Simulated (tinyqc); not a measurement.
# Metal-interlayer-semiconductor contact, depinning against tunnelling resistance: effects of single changes

Zero bias, n-type semiconductor. Gap states at the semiconductor surface thin out as exp(-be ti), which unpins the barrier; electrons must then cross the interlayer (a rectangular barrier, no voltage drop across it) and the parabolic depleted layer, both by WKB. Energies E are counted from the Fermi level; no image force, parabolic bands.

Values chosen for this exercise; semiconductor values close to those of 4H silicon carbide; interlayer mass of the order of that in strontium titanate, offset chosen freely:
- T = 250 K (temperature)
- Eg = 3.2 eV (band gap)
- eps_r = 9.65 (relative permittivity)
- chi = 3.72 eV (electron affinity)
- Nc = 1.29e19 cm^-3 (conduction-band density of states at T)
- mt = 0.198 m0 (tunnelling mass in the semiconductor)
- mA = 0.375 m0 (Richardson mass)
- Nd = 2.6e20 cm^-3 (donor density)
- E0 = 1.9 eV (charge-neutrality level above the valence band)
- S0 = 0.64 (pinning factor without interlayer)
- phiM = 3.96 eV (metal work function)
- ti = 0.2 nm (interlayer thickness)
- dE = 0.14 eV (conduction-band offset of the interlayer above the semiconductor)
- mi = 0.58 m0 (tunnelling mass in the interlayer)
- be = 3.2 1/nm (decay constant of gap states through the interlayer)

Constants: q = 1.602176634e-19 C, kB = 1.380649e-23 J/K, eps0 = 8.8541878128e-12 F/m, hbar = 1.054571817e-34 J s, h = 6.62607015e-34 J s, m0 = 9.1093837015e-31 kg, Vt = kB T/q, hbar^2/(2 m0) = 0.0380998212 eV nm^2. Results are converted to the units shown.

Each table varies one quantity; the others keep the values above.

## Contact resistivity against the interlayer thickness

S = 1/(1 + (1/S0 - 1) exp(-be ti)); phiB = S (phiM - chi) + (1 - S)(Eg - E0); xi = Ec - EF deep inside, from Nd = Nc F(-xi/Vt), F(x) = (2/sqrt(pi)) int_0^infinity sqrt(u) du/(1 + exp(u - x)); band bending U = phiB - xi; E00 = (hbar/2) sqrt(Nd/(eps0 eps_r mt m0)) in volts; A = 4 pi q mA m0 kB^2/h^3. With U = phiB - xi: for xi < E < phiB, y = (E - xi)/U and G1 = (U/E00) [sqrt(1 - y) - y ln((1 + sqrt(1 - y))/sqrt(y))], G1 = 0 above phiB; G2 = 2 ti sqrt(mi max(phiB + dE - E, 0)/C), C = hbar^2/(2 m0); f = 1/(1 + exp(E/Vt)); 1/rho_c = (A T^2/Vt^2) times the integral of exp(-G1 - G2) f over E from xi upwards. Shares under 0.001 % are printed as 0; rows without band bending are left out.

The same in every row: E00/Vt = 10.1.

Contact resistivity against the interlayer thickness:

| ti (nm) | S | phiB (eV) | rho_c (ohm cm^2) | rho_c with G2 = 0 (ohm cm^2) | peak of the integrand (eV) | share above phiB (%) |
|---|---|---|---|---|---|---|
| 0 | 0.640 | 0.622 | 1.23e-8 | 1.23e-8 | -0.0379 | 0 |
| 0.4 | 0.865 | 0.383 | 4.96e-8 | 4.58e-9 | -0.0340 | 0 |
| 0.8 | 0.958 | 0.284 | 2.33e-7 | 3.08e-9 | -0.0282 | 0 |
| 1.2 | 0.988 | 0.253 | 1.40e-6 | 2.72e-9 | -0.0223 | 0.00661 |
| 1.6 | 0.997 | 0.244 | 9.50e-6 | 2.62e-9 | -0.0167 | 0.0268 |
| 2 | 0.999 | 0.241 | 6.69e-5 | 2.60e-9 | -0.0116 | 0.0937 |
| 2.4 | 1.00 | 0.240 | 4.68e-4 | 2.59e-9 | -0.00672 | 0.359 |
| 2.8 | 1.00 | 0.240 | 0.00318 | 2.59e-9 | -0.00195 | 1.62 |
| 3.2 | 1.00 | 0.240 | 0.0200 | 2.59e-9 | 0.00284 | 8.04 |

Read the table: what changes, and by how much?

As ti goes from 0 to 3.2, phiB falls from 0.622 to 0.240 eV and rho_c rises from 1.23e-8 to 0.0200 ohm cm^2. No thickness listed beats the bare contact: tunnelling through the layer costs more than the change of the barrier gains. The ratio of rho_c to its value with G2 = 0 runs from 1.00 to 7.72e6.

## Contact resistivity against the donor density

Same model as above.

The same in every row: S = 0.771; phiB (eV) = 0.482.

Contact resistivity against the donor density:

| Nd (cm^-3) | E00/Vt | rho_c (ohm cm^2) | rho_c with G2 = 0 (ohm cm^2) | peak of the integrand (eV) | share above phiB (%) |
|---|---|---|---|---|---|
| 4.3e17 | 0.409 | 5.53 | 2.74 | 0.425 | 7.97 |
| 1.1e18 | 0.654 | 1.05 | 0.462 | 0.348 | 1.51 |
| 2.6e18 | 1.01 | 0.0799 | 0.0304 | 0.228 | 0.115 |
| 6.5e18 | 1.59 | 0.00174 | 5.78e-4 | 0.0916 | 0.00251 |
| 1.6e19 | 2.49 | 3.80e-5 | 1.17e-5 | 0.0281 | 0 |
| 4e19 | 3.94 | 1.60e-6 | 4.75e-7 | -1.25e-4 | 0 |
| 9.8e19 | 6.17 | 1.57e-7 | 4.51e-8 | -0.0192 | 0 |
| 2.4e20 | 9.66 | 2.84e-8 | 7.86e-9 | -0.0350 | 0 |
| 6e20 | 15.3 | 7.90e-9 | 2.07e-9 | -0.0489 | 0 |

What does the comparison show?

As Nd goes from 4.3e17 to 6e20, phiB stays at 0.482 eV and rho_c falls from 5.53 to 7.90e-9 ohm cm^2. rho_c goes as Nd^(-1.77) between the first two rows and Nd^(-1.40) between the last two, while E00/Vt goes from 0.409 to 15.3 and the share above the barrier from 7.97 to 0 %. The ratio of rho_c to its value with G2 = 0 runs from 2.02 to 3.82.

Program tinyqc, `OMP_NUM_THREADS=1 python tinyqc.py 2270142 2270143 out.jsonl`; Intel Xeon 2.30GHz, shared host, one thread, about 0.04 s.
